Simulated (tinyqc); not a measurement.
Permeation of metal atoms or ions through a thin barrier or dielectric: time lag, field-aided drift and lifetime. Changing the thickness d. Computed by tinyqc, a small Python program. Command: `OMP_NUM_THREADS=1 python tinyqc.py 3010983 3010984 out.jsonl barrier sweep`. One thread of a shared host (Intel(R) Xeon(R) Processor @ 2.30GHz), about 0.04 s of CPU time with the checks.

The film 0 < x < d is empty at first; C = C0 at x = 0 and C = 0 at x = d. dC/dt = D d2C/dx2 - v dC/dx with drift v = D z e V/(k_B T d) (uniform field, no space charge).

Inputs (values chosen for the exercise, for a model case: singly charged ions through a dielectric):
```
quantity                                   value    unit
prefactor D0                                 7.6  cm^2/s
activation energy E                         1.25      eV
concentration at the source side C0      2.2e+14  1/cm^3
charge number z                                1       -
voltage V (positive drives ions across)     0.41       V
critical dose Q_c                          3e+07  1/cm^2
test temperature T                           125       C
use temperature T_u                           85       C
```

Constants: k_B = 8.617333262e-05 eV/K.

Method:
- D = D0 exp(-E/(k_B T)); time scale d^2/D; Peclet number P = z V/(k_B T), k_B T in eV; 1 nm = 1e-7 cm.
- Temperatures in kelvin are T(C) + 273.15.
- Steady flux J = (D C0/d) P/(1 - exp(-P)); time lag in units of d^2/D: s_L = [P (1 + exp(-P))/(1 - exp(-P)) - 2]/P^2 (P = 0: J = D C0/d, s_L = 1/6).
- Dose through the film Q(s) = C0 d {f (s - s_L) - 2 exp(P/2) sum_(n=1..200) (-1)^n n^2 pi^2 exp(-l_n s)/l_n^2}, l_n = n^2 pi^2 + P^2/4, f = P/(1 - exp(-P)) the relative flux.
- Solve Q = Q_c for s. At the use temperature D and P take T_u, with the same C0 and V; 1 year = 3.15576e7 s.

One run for each value:
```
thickness d (nm)  failure time at T (s)  time lag (s)  s at the critical dose  steady flux J (1/(cm^2 s))
2.8                          7.4248e+00    4.7762e+00                 0.10832                  1.0739e+07
4.3                          1.4861e+01    1.1264e+01                 0.09193                  6.9928e+06
6.6                          3.0417e+01    2.6537e+01                 0.07986                  4.5559e+06
10.0                         6.1979e+01    6.0921e+01                 0.07089                  3.0069e+06
15.0                         1.2574e+02    1.3707e+02                 0.06392                  2.0046e+06
23.0                         2.6799e+02    3.2227e+02                 0.05794                  1.3073e+06
36.0                         5.9822e+02    7.8954e+02                 0.05279                  8.3525e+05
84.0                         2.7905e+03    4.2986e+03                 0.04523                  3.5796e+05
```

Give the missing row, thickness d (nm) = 55.0.

Computed row:
```
thickness d (nm)  failure time at T (s)  time lag (s)  s at the critical dose  steady flux J (1/(cm^2 s))
55.0                         1.2884e+03    1.8429e+03                 0.04871                  5.4671e+05
```

Interpolating between the two neighbouring rows (the first column on a logarithmic scale, the others too where they are positive) misses most in s at the critical dose, by 0.31 %. Over the rows, failure time at T (s) rises from 7.42 to 2790 (exponent d ln y / d ln x 1.6 between the first rows and 1.8 between the last); time lag (s) rises from 4.78 to 4300 (exponent d ln y / d ln x about 2.0 throughout); s at the critical dose falls from 0.108 to 0.0452 (exponent d ln y / d ln x -0.38 between the first rows and -0.18 between the last). The exponent of time lag stays at 2: the lag scales as d^2/D, with P independent of d.

Caution (all rows): grain boundaries, pinholes, trapping and space charge are left out; thin real barriers usually fail at defects.
